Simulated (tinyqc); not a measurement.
KAI against NLS in time: switching kinetics of a ferroelectric film and the memory window of a ferroelectric gate stack. Computed by tinyqc, a small Python program. Command: `OMP_NUM_THREADS=1 python tinyqc.py 3000155 3000156 out.jsonl feswitch walk`. One thread of a shared host (Intel(R) Xeon(R) Processor @ 2.30GHz), about 0.03 s of CPU time with the checks.

Fields in MV/cm; 1 microcoulomb/cm^2 over eps_0 is 11.29409 MV/cm. In the stack (metal, ferroelectric, interlayer, channel) the channel is taken as a conductor.

Inputs (values chosen for the exercise, for a model hafnia-based film): dimension n = 3; half width w of log10 t = 0.71.

Method. KAI: 1 - exp[-(t/t1)^n]. NLS: the same kernel averaged over the Lorentzian F = (1/pi) w/[(z - log10 t1)^2 + w^2] in z = log10 tau.

Switched share:

| log10(t/t1) | KAI | NLS |
|---|---|---|
| -3.0 | 0.0000 | 0.07632 |
| -2.0 | 0.0000 | 0.11391 |
| -1.0 | 0.0010 | 0.21423 |
| -0.5 | 0.0311 | 0.33716 |
| -0.2 | 0.2221 | 0.44969 |
| 0.0 | 0.6321 | 0.53396 |
| 0.2 | 0.9813 | 0.61476 |
| 0.5 | 1.0000 | 0.71317 |
| 1.0 | 1.0000 | 0.81260 |
| 2.0 | 1.0000 | 0.89481 |
| 3.0 | 1.0000 | 0.92774 |

KAI goes from 10 to 90 % within 0.45 decades of time; a Lorentzian of this width needs about 2 w tan(0.4 pi) = 4.4 decades. Three decades after t1, 7.2 % of the NLS film has not switched, and three decades before it 7.6 % already has: the tails set write margins and disturb errors.
